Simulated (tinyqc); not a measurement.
Size effects in the resistivity of thin metal films and interconnect lines. Changing the grain-boundary reflection R. Computed by tinyqc, a small Python program. Command: `OMP_NUM_THREADS=1 python tinyqc.py 3025231 3025232 out.jsonl size sweep`. One thread of a shared host (Intel(R) Xeon(R) Processor @ 2.30GHz), about 0.01 s of CPU time with the checks.

Electrons lose their drift at surfaces (a share 1 - p of the hits) and at grain boundaries (reflection R), besides bulk scattering.

Inputs (values chosen for the exercise, modelled on molybdenum): bulk resistivity rho_b = 5.42 microohm cm; bulk mean free path lambda = 11.5 nm; specularity p = 0; film thickness h = 12 nm; grain size over thickness = 2.3.

Geometry: film.

Method:
- D = (ratio) h.
- Mayadas-Shatzkes: alpha = (lambda/D) R/(1 - R); rho_b/rho = 1 - 3 alpha/2 + 3 alpha^2 - 3 alpha^3 ln(1 + 1/alpha).
- Fuchs-Sondheimer film: rho_b/rho = 1 - (3/(2 kappa))(1 - p) int_0^1 (s - s^3)(1 - exp(-kappa/s))/(1 - p exp(-kappa/s)) ds, f = rho/rho_b, kappa = thickness/lambda, 80 Gauss-Legendre points.
- Both together (Mayadas-Shatzkes film): rho_b/rho = (rho_b/rho of the grains alone) - (6/(pi kappa))(1 - p) int_0^(pi/2) dphi int_0^1 ds (cos^2 phi/H^2)(s - s^3)(1 - exp(-kappa H/s))/(1 - p exp(-kappa H/s)), H = 1 + alpha/(cos phi sqrt(1 - s^2)), 40 x 80 Gauss-Legendre points.
- Sheet resistance rho/h; additive estimate rho_b (f_surface + f_grain - 1).

One run for each value:
```
grain-boundary reflection R  resistivity rho (microohm cm)  rho/rho_b from grains   alpha
0.05                                                 7.978                 1.0326  0.0219
0.16                                                 8.394                 1.1162  0.0794
0.26                                                 8.876                 1.2116  0.1464
0.37                                                 9.577                 1.3494  0.2447
0.48                                                10.571                 1.5427  0.3846
0.59                                                12.096                 1.8363  0.5996
0.69                                                14.425                 2.2799  0.9274
0.80                                                19.704                 3.2733  1.6667
```

Over the rows, resistivity rho (microohm cm) rises from 7.98 to 19.7 (exponent d ln y / d ln x 0.044 between the first rows and 2.1 between the last); rho/rho_b from grains rises from 1.03 to 3.27 (exponent d ln y / d ln x 0.067 between the first rows and 2.4 between the last); alpha rises from 0.0219 to 1.67 (exponent d ln y / d ln x 1.1 between the first rows and 4.0 between the last).
